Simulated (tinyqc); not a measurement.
## Voltage drop against the factor on the load at the hot node

A grid of 13 by 13 nodes with segments Rx (rows) and Ry (columns); every node draws I1 and the central node kh I1; pads with resistance Rp sit at the nodes whose row and column are multiples of the pitch, counting from 0. The drops u = Vdd - V follow from G u = i, with G the conductance matrix and i the load currents, solved directly. Here the pitch is 3.

Values chosen for this exercise:
- Vdd = 0.65 V (supply voltage)
- Rx = 0.21 ohm (resistance of a horizontal segment)
- Ry = 0.17 ohm (resistance of a vertical segment)
- Rp = 0.065 ohm (resistance from a pad node to the supply)
- I1 = 0.26 mA (load current of a node in the large grid)

Result of one run:

| pads | worst drop (mV) | mean drop (mV) | largest drop at a pad (mV) | largest pad current (mA) | worst drop over Vdd (%) |
|---|---|---|---|---|---|
| 25 | 0.2902 | 0.2124 | 0.2330 | 3.585 | 0.04465 |

Which factor on the load at the hot node kh gave this result: 1, 2, 10 or 20?

kh = 10.

The whole series:

| kh | pads | worst drop (mV) | mean drop (mV) | largest drop at a pad (mV) | largest pad current (mA) | worst drop over Vdd (%) |
|---|---|---|---|---|---|---|
| 1 | 25 | 0.2583 | 0.2048 | 0.1435 | 2.208 | 0.03974 |
| 2 | 25 | 0.2618 | 0.2056 | 0.1535 | 2.361 | 0.04028 |
| 5 | 25 | 0.2725 | 0.2082 | 0.1833 | 2.820 | 0.04192 |
| 10 | 25 | 0.2902 | 0.2124 | 0.2330 | 3.585 | 0.04465 |
| 20 | 25 | 0.3325 | 0.2209 | 0.3325 | 5.115 | 0.05115 |
| 50 | 25 | 0.6308 | 0.2464 | 0.6308 | 9.705 | 0.09705 |
| 100 | 25 | 1.128 | 0.2888 | 1.128 | 17.35 | 0.1735 |

The worst drop rises from 0.258 to 1.13 mV and the mean drop rises from 0.205 to 0.289 mV. The central node is itself a pad. The drops are linear in the loads, so the mean grows by 8.49e-4 mV for each unit of kh in every row.

Computed by the program tinyqc: `OMP_NUM_THREADS=1 python tinyqc.py 2770181 2770182 out.jsonl`, one thread of a shared Intel Xeon 2.30GHz, about 0.08 s for the whole run.
